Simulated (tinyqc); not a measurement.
## Electron continuity equation in a given potential, Scharfetter-Gummel discretisation: current and errors against the applied potential

Steady state in one dimension: J = q mu n E + q D dn/dx with E = -dpsi/dx and D = mu Vt, dJ/dx = q (n/tau - G), fixed densities nL and nR at the ends. The potential is given, psi = 0 for x < L/2 and U (2 x/L - 1) beyond, and is not changed by the electrons.

10 equal intervals. Fluxes J_i = (q D/h)(n_(i+1) P_i - n_i Q_i), d_i = (psi_(i+1) - psi_i)/Vt: Scharfetter-Gummel P = B(d), Q = B(-d), B(d) = d/(exp(d) - 1); central P = 1 - d/2, Q = 1 + d/2; upwind P = 1 + max(-d, 0), Q = 1 + max(d, 0). Balance at each inner node: J_i - J_(i-1) = q h (n_i/tau - G). The reference is Scharfetter-Gummel on 4000 intervals or more. Errors are those of J on the first interval against the reference at its midpoint; errors under 1e-6 % are printed as 0.

Values chosen for this exercise; mobility close to that of silicon at room temperature: temperature T = 293 K; electron mobility mu = 1360 cm^2/(V s); length of the region L = 0.11 um; density at x = 0 nL = 2.5e15 cm^-3; density at x = L nR = 2.4e16 cm^-3; lifetime tau = 3.9e-12 s; uniform generation rate G = 0 cm^-3 s^-1.

Constants: q = 1.602176634e-19 C, kB = 1.380649e-23 J/K, Vt = kB T/q. Results are converted to the units shown.

Results:
```
U (V),largest |d|,reference J (A/cm^2),SG error (%),central error (%),upwind error (%),"most negative central n (cm^-3), 0 if none"
0.013,0.1030,5351,0.0781,-0.0214,5.67,0
0.05,0.3961,105.2,1.47,-51.3,759,0
0.13,1.030,-2156,0.0179,2.08,-19.8,0
0.25,1.980,-2421,0.0268,0.0633,-3.49,0
0.56,4.436,-2533,0.0301,6.71,-0.150,-8.91e15
0.76,6.020,-2558,0.0308,27.4,-0.0193,-1.19e16
1.1,8.713,-2581,0.0316,83.8,0.0217,-1.48e16
```

Estimate the missing row, U = 0.38 V.

Computed row:
```
U (V),largest |d|,reference J (A/cm^2),SG error (%),central error (%),upwind error (%),"most negative central n (cm^-3), 0 if none"
0.38,3.010,-2489,0.0288,0.309,-0.789,-4.65e15
```

With this row back in the table: The reference current falls from 5350 to -2580 A/cm^2. The largest errors in size are 1.5 % (Scharfetter-Gummel), 84 % (central) and 760 % (upwind). Central differences give negative densities for U = 0.38, 0.56, 0.76, 1.1 V; these rows have |d| above 2, which makes negative values possible though not certain.

Range of the model: The drift velocity mu E exceeds 1e7 cm/s somewhere, where real mobilities no longer stay constant.

Numbers from tinyqc (`OMP_NUM_THREADS=1 python tinyqc.py 2220141 2220142 out.jsonl`; about 0.01 s on one thread of a shared Intel Xeon 2.30GHz).
